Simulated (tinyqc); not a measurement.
Inside a calculation: free and nearly free electrons in a metal. Values are carried at full precision from step to step, so a last printed digit may differ when a step is redone from the rounded ones.

The cubic cell holds 4 atoms: n = 4 z/a^3, kF = (3 pi^2 n)^(1/3), EF = c kF^2/m, vF = 2 c kF/(m hbar), c = hbar^2/2m0; rs = (3/(4 pi n))^(1/3)/a0; D(EF) = 3 n/(2 EF).

Constants: hbar^2/2m0 = 3.80998211 eV angstrom^2; hbar = 6.58211957e-16 eV s; a0 (Bohr radius) = 0.5291772105 angstrom; kB = 8.617333262e-05 eV/K.

Parameters, chosen for this exercise (near those of Al; the results hold for these values, not for the real material): a = 4.033 angstrom (fcc lattice constant); z = 3 (free electrons an atom); m = 1 m0 (mass); rho = 3.03 micro-ohm cm (bulk resistivity); T = 300 K; V = 0.77 eV (|V_G| for G = (111)); x = 0.65 (k along G as a share of |G|/2).

## The Fermi sphere

Evaluate the free-electron quantities.

n = 0.18293 1/angstrom^3
kF = 1.7562 1/angstrom
EF = 11.751 eV
vF = 2.033e+06 m/s
rs = 2.065
D(EF) per atom = 0.3830 1/eV

## Relaxation time and mean free path

Drude: 1/rho = n e^2 tau/(m m0) with e = 1.602176634e-19 C and m0 = 9.1093837e-31 kg; mean free path l = vF tau; rho l = hbar kF/(n e^2) = 12 pi^3 hbar/(e^2 S) with S = 4 pi kF^2 does not depend on tau or m.

Use SI units: n in 1/m^3 (1e30 per 1/angstrom^3), rho in ohm m (1e-8 per micro-ohm cm).

tau = 6.40 fs
l = 13.02 nm
rho l = 3.944 1e-16 ohm m^2

Wires lose conductivity to surfaces and grain boundaries, with an excess that scales as rho l over the width and is of the order of rho itself at a width of l = 13 nm.

## Thermal quantities

gamma = (pi^2/3) kB^2 D(EF) per atom, times 96485.33 x 1e3 for mJ/(mol K^2); mu(T) = EF (1 - (pi kB T/EF)^2/12); Wiedemann-Franz kappa = L0 T/rho with L0 = (pi^2/3) (kB/e)^2, kB/e in V/K.

gamma = 0.903 mJ/(mol K^2)
mu - EF = -0.0468 meV
kappa = 242 W/(m K)

## The sphere against the zone faces

Take G = (hkl) 2 pi/a for (111), (200) and (220), with the number of equivalent faces. The Bragg plane of G lies at |G|/2 with |G| = (2 pi/a) sqrt(h^2 + k^2 + l^2). Where kF exceeds it, the sphere cuts the plane in a circle of radius sqrt(kF^2 - G^2/4).

Distance and circle for each G:
```
G      faces  |G|/2 (1/angstrom)  kF/(|G|/2)  circle radius
(111)      8              1.3492      1.3016         1.1242
(200)      6              1.5579      1.1273         0.8106
(220)     12              2.2033      0.7971              -
```

The sphere crosses the (111) and (200) faces, so electrons spill into higher zones.

## Two plane waves near the face

Two plane waves k and k - G, G = (111) (2 pi/a): H = [[c k^2/m, V], [V, c (k - G)^2/m]] with c = hbar^2/2m0.

Build H for k along G, diagonalise, and give the weight of the first wave in the lower state and its velocity along G relative to a free electron, (w k + (1 - w)(k - G))/k.

H (eV):
```
        1        2
1  2.9303   0.7700
2  0.7700  12.6402
```

levels (eV): 2.8696  12.7009

w = 0.9938
v/v_free = 0.9810

The splitting is 9.831 eV here and 2V = 1.54 eV on the face, where the normal velocity vanishes. There the lower band lies at 6.166 eV and the upper at 7.706 eV, both below the free EF of 11.751 eV: the face centre is filled in both bands and band 2 holds electrons here, while band 1 may keep holes at the zone corners.

## Checks

- Lower level against the closed form of the 2 x 2 problem (eV): both 2.8696.
- The product rho l against hbar kF/(n e^2) (1e-16 ohm m^2): both 3.944.

Program tinyqc; command `OMP_NUM_THREADS=1 python tinyqc.py 1680672 1680673 out.jsonl`; about 0.01 s on one thread of a shared Intel(R) Xeon(R) Processor @ 2.30GHz.
